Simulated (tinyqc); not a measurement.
LED efficiency against current.

ABC model of an LED: J = q da (A n + Ba n^2 + Ca n^3), IQE = Ba n^2/(A n + Ba n^2 + Ca n^3), differential lifetime 1/(A + 2 Ba n + 3 Ca n^2).

Inputs (values chosen for the exercise): defect coefficient of the active layer A = 2.2e5 1/s; radiative coefficient of the active layer Ba = 1.3e-10 cm^3/s; Auger coefficient of the active layer Ca = 7.2e-30 cm^6/s; thickness of the active layer da = 77 nm.

Constants: q = 1.602176634e-19 C. Results are converted to the units shown.

LED efficiency against current:

| J (A/cm^2) | n (cm^-3) | IQE (%) | defect share (%) | Auger share (%) | differential lifetime (ns) |
|---|---|---|---|---|---|
| 0.02 | 1.035e16 | 85.90 | 14.05 | 0.04924 | 343.2 |
| 0.07 | 2.005e16 | 92.12 | 7.775 | 0.1023 | 183.7 |
| 0.3 | 4.236e16 | 95.94 | 3.833 | 0.2251 | 88.71 |
| 1 | 7.796e16 | 97.46 | 2.116 | 0.4208 | 48.50 |
| 5 | 1.749e17 | 98.10 | 0.9493 | 0.9502 | 21.57 |
| 20 | 3.489e17 | 97.64 | 0.4735 | 1.887 | 10.69 |
| 90 | 7.335e17 | 95.88 | 0.2212 | 3.895 | 4.937 |
| 400 | 1.516e18 | 92.16 | 0.1029 | 7.738 | 2.252 |
| 1000 | 2.348e18 | 88.43 | 0.06373 | 11.50 | 1.370 |

The IQE goes from 85.9 through a maximum of 98.1 (at J = 5 A/cm^2 among the rows listed) to 88.4 %. The exact peak, Q/(Q + 2) = 98.1 % with Q = Ba/sqrt(A Ca) = 103, lies at n = sqrt(A/Ca) = 1.75e17 cm^-3, J = 5.00 A/cm^2, where the defect and Auger shares are equal. n goes as J^(0.53) at the low end and J^(0.48) at the high end.

Numbers from tinyqc (`OMP_NUM_THREADS=1 python tinyqc.py 2300145 2300146 out.jsonl`; about 0.01 s on one thread of a shared Intel Xeon 2.30GHz).
